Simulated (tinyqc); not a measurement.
Ballistic Schottky-barrier transistor with a one-dimensional channel, WKB contacts: one step of the calculation.

Source Fermi level 0, drain Fermi level -Vd. Far from the contacts Ec = pn - psi, and the gate moves psi one to one; the band edges relax as exp(-x/lam) from pn at the source and pn - Vd at the drain; Ev = Ec - Eg. A carrier of energy w inside the channel band meets at a contact a barrier of height D (the contact edge beyond the channel edge): T = 1 for w >= D, else exp(-S), S = 4 lam sqrt(m/C) [sqrt(D - w) - sqrt(w) arctan sqrt((D - w)/w)], C = hbar^2/(2 m0). The two contacts combine as Ts Td/(Ts + Td - Ts Td).

Problem. Current of the electrons on a coarse grid. I = g (2 q^2/h) int T(w) [f(Es + w) - f(Ed + w)] dw, f(y) = 1/(1 + exp(y/Vt)). Electrons: Ds = psi, Dd = psi - Vd, Es = Ec, Ed = Ec + Vd. Holes: Ds = -psi, Dd = Vd - psi, Es = -Ev, Ed = -Ev - Vd. The size of each current is taken; both flow from drain to source and add. Simpson's rule on nE equally spaced w from 0 to wm.

Inputs (values chosen for the exercise); channel values close to those of a silicon nanowire with silicide contacts: temperature T = 300 K; barrier for electrons at both contacts pn = 0.89 eV; electron mass mn = 0.19 m0; valleys or subbands g = 2; screening length at the contacts lam = 1 nm; drain bias Vd = 0.05 V; band shift psi of the channel by the gate ps = 0.79 V; upper end of the grid wm = 0.97 eV; points of the grid nE = 13.

Constants: q = 1.602176634e-19 C, kB = 1.380649e-23 J/K, hbar = 1.054571817e-34 J s, h = 6.62607015e-34 J s, m0 = 9.1093837015e-31 kg, Vt = kB T/q, hbar^2/(2 m0) = 0.0380998212 eV nm^2. Results are converted to the units shown.

Give: w; Ts; Td; T; size of the supply difference; current.

Solution.

```
point  w (eV)        Ts        Td         T  size of the supply difference
0      0.0000  3.564e-4  4.601e-4  2.009e-4                        0.01746
1      0.0808   0.01278   0.01627  0.007209                       7.832e-4
2      0.1617   0.04394   0.05512   0.02506                       3.438e-5
3      0.2425    0.1020    0.1259   0.05972                       1.508e-6
4      0.3233    0.1921    0.2333    0.1178                       6.615e-8
5      0.4042    0.3153    0.3757    0.2069                       2.901e-9
6      0.4850    0.4666    0.5445    0.3356                      1.272e-10
7      0.5658    0.6347    0.7230    0.5106                      5.581e-12
8      0.6467    0.8016    0.8861    0.7267                      2.448e-13
9      0.7275    0.9410    0.9944    0.9360                      1.074e-14
10     0.8083     1.000     1.000     1.000                      4.708e-16
11     0.8892     1.000     1.000     1.000                      2.065e-17
12     0.9700     1.000     1.000     1.000                      9.057e-19
```

current = 1.177e-4 uA

Range of the model: No scattering, image-force lowering, channel charge or band-to-band tunnelling; parabolic kappa overstates S deep in the gap.

tinyqc, about 0.08 s, one thread, Intel Xeon 2.30GHz (shared host): `OMP_NUM_THREADS=1 python tinyqc.py 2390137 2390138 out.jsonl`
